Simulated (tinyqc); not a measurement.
# Worked calculation: frequency dispersion of an accumulation capacitance by border traps, distributed model

tinyqc, about 0.7 s, one thread, Intel Xeon 2.30GHz (shared host): `OMP_NUM_THREADS=1 python tinyqc.py 2202027 2202028 out.jsonl` Printed values are rounded.

Traps spread evenly through the insulator exchange electrons with the semiconductor by tunnelling, with tau(x) = t0 exp(2 ka x) at depth x from the interface. The admittance per area Y seen at depth x obeys dY/dx = -Y^2/(i w eps0 eox) + q Nb ln(1 + i w tau)/tau, with Y(0) = i w Cs and w = 2 pi f; the gate sees Y(tox) = G + i w C. Working variable y = Y/(i w), in uF/cm^2. Cox = eps0 eox/tox.

Parameters, values chosen for the exercise; permittivity close to that of hafnium oxide: relative permittivity of the insulator eox = 18.5; insulator thickness tox = 12 nm; semiconductor capacitance in accumulation Cs = 5.1 uF/cm^2; density of border traps Nb = 6.5e19 cm^-3 eV^-1; decay constant of the wave function in the insulator ka = 4.4 1/nm; time constant of a trap at the interface t0 = 1e-10 s; frequency f = 100 Hz; depth down to which the steps are taken xe = 2.5 nm.

Constants: q = 1.602176634e-19 C, eps0 = 8.8541878128e-14 F/cm where lengths are in cm. Results are converted to the units shown.

## Scales and lumped estimate

Cox; trap-free value 1/(1/Cox + 1/Cs); response depth d = ln(1/(w t0))/(2 ka), where w tau = 1; lumped estimate: all traps within d act as C_bt = q Nb d placed at d/2, so C = 1/{1/[1/(1/Cs + d/(2 eps0 eox)) + C_bt] + (tox - d/2)/(eps0 eox)}.

Cox = 1.36502 uF/cm^2
trap-free C = 1.07681 uF/cm^2
d = 1.88441 nm
C_bt = 1.96245 uF/cm^2
lumped C = 1.18428 uF/cm^2

The traps within reach amount to 0.385 Cs and lie in the first 15.7 % of the insulator.

## Midpoint steps through the active depth

In terms of y: dy/dx = -y^2/(eps0 eox) + s(x), s = q Nb ln(1 + z)/z, z = i w tau. 8 midpoint steps of h = xe/8: y_half = y + (h/2) y'(x, y), y(new) = y + h y'(x + h/2, y_half).

```
point,x (nm),s (uF/(cm^2 nm)),y (uF/cm^2)
0,0,1.04141+0.00000i,5.10000+0.00000i
1,0.3125,1.04141+0.00000i,4.94570+0.00000i
2,0.625,1.04141-0.00001i,4.81773+0.00000i
3,0.9375,1.04141-0.00013i,4.71109-0.00001i
4,1.25,1.04141-0.00196i,4.62187-0.00016i
5,1.56250,1.04022-0.03059i,4.54696-0.00250i
6,1.875,0.84175-0.34718i,4.47827-0.03817i
7,2.18750,0.10859-0.19307i,4.22241-0.14190i
8,2.5,0.00724-0.02505i,3.91583-0.14005i
```

## Capacitance and conductance at the gate

y at xe = 3.91583-0.14005i uF/cm^2

Beyond xe the traps are ignored, so 1/y(tox) = 1/y(xe) + (tox - xe)/(eps0 eox); C = Re y, G/w = -Im y, loss tangent G/(w C).

y at the gate = 1.19744-0.01308i uF/cm^2
C = 1.19744 uF/cm^2
G/w = 0.0130812 uF/cm^2
loss tangent = 0.0109243

A fine integration over the whole insulator gives C = 1.1987 and G/w = 0.01344 uF/cm^2; the coarse G/w is 2.7 % below that. The fine C is 11 % above the trap-free value, and the lumped estimate is 1.2 % below the fine result.
